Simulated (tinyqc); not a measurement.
# One-sided p+-n junction, ionisation integral and breakdown: two studies

A p+ layer at x < 0 and an n drift layer from x = 0. Depletion approximation, built-in voltage neglected. Local ionisation coefficients alpha_n = an exp(-(bn/E)^mx), alpha_p = ap exp(-(bp/E)^mx). Electrons move towards +x, holes towards x = 0.

Parameters, values chosen for the exercise; material values close to those of 4H silicon carbide: relative permittivity eps_r = 9.69; prefactor of the electron ionisation coefficient an = 1.7e8 1/cm; field constant for electrons bn = 3.53e7 V/cm; prefactor of the hole ionisation coefficient ap = 3.17e8 1/cm; field constant for holes bp = 2.53e7 V/cm; exponent mx = 1; electron mobility of the drift layer mu = 913 cm^2/(V s); donor density of the drift layer N = 4.3e15 cm^-3.

Constants: q = 1.602176634e-19 C, eps0 = 8.8541878128e-14 F/cm where lengths are in cm. Results are converted to the units shown.

Each table varies one quantity; the others keep the values above.

## Multiplication against voltage

W = sqrt(2 eps0 eps_r V/(q N)), peak field E0 = q N W/(eps0 eps_r), falling linearly to 0 at W. G(x) = integral from 0 to x of (alpha_n - alpha_p); I_n = integral of alpha_n exp(-G) (electrons injected at x = 0), I_p = integral of alpha_p exp(G(end) - G) (holes injected at the far edge); M = 1/(1 - I). Integrals on a fine grid; BV is where I_n = 1. Here BV = 4198.67 V; the Miller exponent is n = ln(1 - 1/M)/ln(V/BV).

Results:

| V (V) | E0 (kV/cm) | I_n | I_p | M_n | M_p | Miller n, electrons | Miller n, holes |
|---|---|---|---|---|---|---|---|
| 1680 | 1.64e3 | 6.92e-6 | 0.00764 | 1.00 | 1.01 | 13.0 | 5.32 |
| 2100 | 1.84e3 | 8.43e-5 | 0.0470 | 1.00 | 1.05 | 13.5 | 4.41 |
| 2520 | 2.01e3 | 5.69e-4 | 0.173 | 1.00 | 1.21 | 14.6 | 3.44 |
| 2940 | 2.17e3 | 0.00286 | 0.428 | 1.00 | 1.75 | 16.4 | 2.38 |
| 3360 | 2.32e3 | 0.0136 | 0.740 | 1.01 | 3.84 | 19.3 | 1.35 |
| 3610 | 2.41e3 | 0.0379 | 0.881 | 1.04 | 8.38 | 21.7 | 0.841 |
| 3860 | 2.49e3 | 0.125 | 0.962 | 1.14 | 26.3 | 24.7 | 0.461 |
| 4140 | 2.58e3 | 0.664 | 0.997 | 2.98 | 342 | 29.1 | 0.208 |

Estimate the missing row, V = 4030 V.

Computed row:

| V (V) | E0 (kV/cm) | I_n | I_p | M_n | M_p | Miller n, electrons | Miller n, holes |
|---|---|---|---|---|---|---|---|
| 4030 | 2.54e3 | 0.327 | 0.988 | 1.49 | 85.5 | 27.2 | 0.287 |

With this row back in the table: M_n rises from 1.000 to 2.98 and M_p from 1.008 to 342; both diverge at BV. The Miller exponent for electrons rises from 13.0 to 29.1 and that for holes falls from 5.32 to 0.208, so one exponent describes neither over the whole range. The larger multiplication belongs to holes, whose coefficient at the peak field of the last row is 90.1 times the other.

## Effect of the drift doping

Same model as above.

Specific on-resistance Ron = W/(q mu N) with constant mobility and full ionisation.

Results:

| N (cm^-3) | BV (V) | E0 at BV (kV/cm) | W at BV (um) | Ron (mohm cm^2) | BV^2/Ron (MW/cm^2) | eps0 eps_r mu E0^3/4 (MW/cm^2) |
|---|---|---|---|---|---|---|
| 3.6e14 | 3.46e4 | 2.16e3 | 321 | 609 | 1.96e3 | 1.96e3 |
| 6.9e14 | 1.98e4 | 2.26e3 | 175 | 174 | 2.26e3 | 2.26e3 |
| 1.3e15 | 1.15e4 | 2.37e3 | 97.5 | 51.3 | 2.59e3 | 2.59e3 |
| 2.5e15 | 6.63e3 | 2.49e3 | 53.3 | 14.6 | 3.01e3 | 3.01e3 |
| 4.9e15 | 3.76e3 | 2.62e3 | 28.7 | 4.00 | 3.54e3 | 3.54e3 |
| 9.3e15 | 2.21e3 | 2.77e3 | 15.9 | 1.17 | 4.15e3 | 4.15e3 |
| 3.4e16 | 760 | 3.11e3 | 4.89 | 0.0984 | 5.88e3 | 5.88e3 |

Estimate the missing row, N = 1.8e16 cm^-3.

Computed row:

| N (cm^-3) | BV (V) | E0 at BV (kV/cm) | W at BV (um) | Ron (mohm cm^2) | BV^2/Ron (MW/cm^2) | eps0 eps_r mu E0^3/4 (MW/cm^2) |
|---|---|---|---|---|---|---|
| 1.8e16 | 1.28e3 | 2.93e3 | 8.72 | 0.331 | 4.94e3 | 4.94e3 |

With this row back in the table: BV falls from 34600 to 760 V while the critical field rises from 2160 to 3110 kV/cm. BV goes as N^(-0.86) between the first two rows and N^(-0.82) between the last two (a coefficient proportional to E^7 gives -0.75 without punch-through). Ron goes as BV^(2.29) over the table; the last two columns agree since BV = E0 W/2 and N = eps0 eps_r E0/(q W).

Numbers from tinyqc (`OMP_NUM_THREADS=1 python tinyqc.py 2120126 2120127 out.jsonl`; about 0.1 s on one thread of a shared Intel Xeon 2.30GHz).
